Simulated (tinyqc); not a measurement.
Read current of a NAND string, cells in series solved by shooting: course of the secant iteration.

Cells in series, numbered from 0 at the source line (0 V) to the bit line, each followed by a gap resistance Rg. A cell with gate Vg, threshold VT, source Vs and drain Vd passes I = 2 nf K Vt^2 [F(Vs) - F(Vd)]/(1 + th max(Vg - VT, 0)), F(V) = ln^2(1 + exp((Vg - VT - nf V)/(2 nf Vt))). The selected cell has Vg = Vr, the others Vg = Vp.

For a trial current I start at 0 V and, cell by cell (the selected one is cell 2), solve for the drain: sqrt(F(Vd)) = sqrt(F(Vs) - I/k), k = 2 nf K Vt^2/(1 + th max(Vg - VT, 0)), Vd = [Vg - VT - 2 nf Vt ln(exp(sqrt F) - 1)]/nf, then add I Rg.

Secant steps on the end voltage less Vbl, from the two trials; a trial above the saturation current of a cell has no solution and is moved halfway to the previous trial. Stop below 1e-9 V.

Values chosen for this exercise; values of the order met in vertical NAND strings: temperature T = 300 K; gain factor of a cell K = 15 uA/V^2; slope factor nf = 1.7; mobility reduction factor th = 0.11 1/V; resistance of the gap between cells Rg = 11 kohm; bit-line voltage Vbl = 0.3 V; pass voltage Vp = 7.4 V; read voltage on the selected word line Vr = 1.54 V.

Constants: q = 1.602176634e-19 C, kB = 1.380649e-23 J/K, Vt = kB T/q. Results are converted to the units shown.

thresholds from the source end, cell 0 to 4 (V): -1.4  -1.4  0.9  -1.4  4.2
first trial current = 0.54 uA
second trial current = 0.88 uA

Course of the iteration:
```
iteration	I (uA)	end voltage - Vbl (V)	halvings
1	0.995557	0.0128	0
2	0.967375	-1.17e-3	0
3	0.969725	-3.55e-5	0
4	0.969799	9.71e-8	0
5	0.969799	-8.09e-12	0
```

Did this iteration meet its convergence test, and what does its course show?

Yes. Converged in 5 iterations to I = 0.96980 uA. The selected cell takes 56.8 % of the bit-line voltage and the gaps together 17.8 %.

Program tinyqc, `OMP_NUM_THREADS=1 python tinyqc.py 2142047 2142048 out.jsonl`; Intel Xeon 2.30GHz, shared host, one thread, about 0.6 s.
